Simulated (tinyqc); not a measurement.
Trapped share and trap depth from dynamic on-resistance.

Inverse problem. Traps remove the share ft of the electrons in the drain access (length Ld, sheet resistance Rsh before stress), so Ron grows by Rsh Ld ft/(1 - ft). The recovery time goes as T^(-2) exp(q Ea/(kB T)). Find ft and Ea.

Parameters, values chosen for the exercise:

| symbol | value | unit | meaning |
|---|---|---|---|
| Ld | 8 | um | drain access length |

Constants: q = 1.602176634e-19 C, kB = 1.380649e-23 J/K. Results are converted to the units shown.

Ron before and just after an off-state stress (ohm mm): [3.4530211, 3.8759504]
Rsh = 277.54737 ohm
recovery times at 340 and 410 K (s): [0.0026, 2.9365377e-4]

Answer. The rise of Ron over Rsh Ld is ft/(1 - ft); ln(t T^2) is linear in 1/T.

ft = 0.160
Ea = 0.310 eV

Program tinyqc, `OMP_NUM_THREADS=1 python tinyqc.py 2570112 2570113 out.jsonl`; Intel Xeon 2.30GHz, shared host, one thread, about 0.01 s.
